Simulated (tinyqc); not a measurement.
Stress in a transistor channel from embedded alloy regions, liners and fins, by half-space elasticity: one step, computed by the program tinyqc.

Plane strain in an isotropic half-space, the same constants everywhere; x along the channel from its centre, y downwards from the free surface; stress is positive in tension.

Problem. Stress at the centre of the channel. A line element dA of misfit at (a, c) in the half-space gives, with C = E e/(2 pi (1 - nu)), X = x - a, r1^2 = X^2 + (y - c)^2, r2^2 = X^2 + Y^2, Y = y + c: s_xx = -C dA {[X^2 - (y - c)^2]/r1^4 + 3 [X^2 - Y^2]/r2^4 + 4 y Y (Y^2 - 3 X^2)/r2^6}, s_yy = C dA {[X^2 - (y - c)^2]/r1^4 - [X^2 - Y^2]/r2^4 + 4 y Y (Y^2 - 3 X^2)/r2^6}. These are integrated over two rectangles, L/2 < |a| < L/2 + S, 0 < c < d (closed form in a, 200 Gauss-Legendre points in c).

Inputs (values chosen for the exercise, modelled on silicon):
```
quantity,value,unit
Young's modulus E,162,GPa
Poisson ratio nu,0.21,-
channel length L,92,nm
length of each stressor S,145,nm
recess depth d,40,nm
depth of the field point y,2.6,nm
```

Stressor: Si(1-x)C(x) source and drain.

misfit e = -0.005005

stress of a blanket film = 1.026342 GPa

Give: s_xx; s_yy; s_xx over the blanket-film stress.

Solution.

s_xx = 632.42 MPa

s_yy = 1.0335 MPa

s_xx over the blanket-film stress = 0.61619

The channel is stretched along its length; s_yy is 0.0016 of s_xx in size and vanishes at the surface.
